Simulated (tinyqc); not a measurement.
# Conduction-band offset of an n-N heterojunction from carrier-profile moments: effect of the offset

Layer 1 (x < 0) accumulates electrons and layer 2 (x > 0) is depleted. Boltzmann statistics. The bands bend down by V1 in layer 1 and up by V2 in layer 2, with V1 + V2 = VD = dE + Vt ln[(N2/Nc2)/(N1/Nc1)].

Sheet densities from the first integral: Q1 = sqrt((2 eps0 eps_r Vt N1/q)(exp(u1) - u1 - 1)) extra electrons, Q2 = sqrt((2 eps0 eps_r Vt N2/q)(exp(-u2) + u2 - 1)) missing ones, u = V/Vt; neutrality Q1 = Q2 + si.

Values chosen for this exercise; values of the order of III-V alloys:
- T = 200 K (temperature)
- eps_r = 12.5 (relative permittivity of both layers)
- Nc1 = 3e17 cm^-3 (density of states of the narrow-gap layer 1)
- Nc2 = 1.4e18 cm^-3 (density of states of the wide-gap layer 2)
- N1 = 5.1e15 cm^-3 (donor density in layer 1)
- N2 = 3.6e16 cm^-3 (donor density in layer 2)
- si = 0 cm^-2 (fixed charge at the interface)

Constants: q = 1.602176634e-19 C, kB = 1.380649e-23 J/K, Vt = kB T/q, eps0 = 8.8541878128e-14 F/cm where lengths are in cm. Results are converted to the units shown.

Effect of the offset:

| dE (eV) | VD (V) | V1 (V) | Q1 (cm^-2) | n(0-)/Nc1 |
|---|---|---|---|---|
| 0.06 | 0.06713 | 0.03839 | 8.569e10 | 0.1577 |
| 0.12 | 0.1271 | 0.05636 | 1.636e11 | 0.4473 |
| 0.19 | 0.1971 | 0.06772 | 2.362e11 | 0.8649 |
| 0.25 | 0.2571 | 0.07400 | 2.872e11 | 1.245 |
| 0.31 | 0.3171 | 0.07869 | 3.317e11 | 1.635 |
| 0.37 | 0.3771 | 0.08243 | 3.715e11 | 2.030 |
| 0.44 | 0.4471 | 0.08599 | 4.136e11 | 2.496 |
| 0.5 | 0.5071 | 0.08857 | 4.468e11 | 2.899 |

Q1 rises from 8.57e10 to 4.47e11 cm^-2, as VD^(0.61) between the last two rows. Layer 1 takes 57.2 % of VD in the first row and 17.5 % in the last: accumulation charge grows exponentially with V1, so most of a large offset falls across the depleted side. For dE = 0.19, 0.25, 0.31, 0.37, 0.44, 0.5 n(0-) nears or passes Nc1, where degeneracy and quantisation lower Q1.

Program tinyqc, `OMP_NUM_THREADS=1 python tinyqc.py 2410047 2410048 out.jsonl`; Intel Xeon 2.30GHz, shared host, one thread, about 0.08 s.
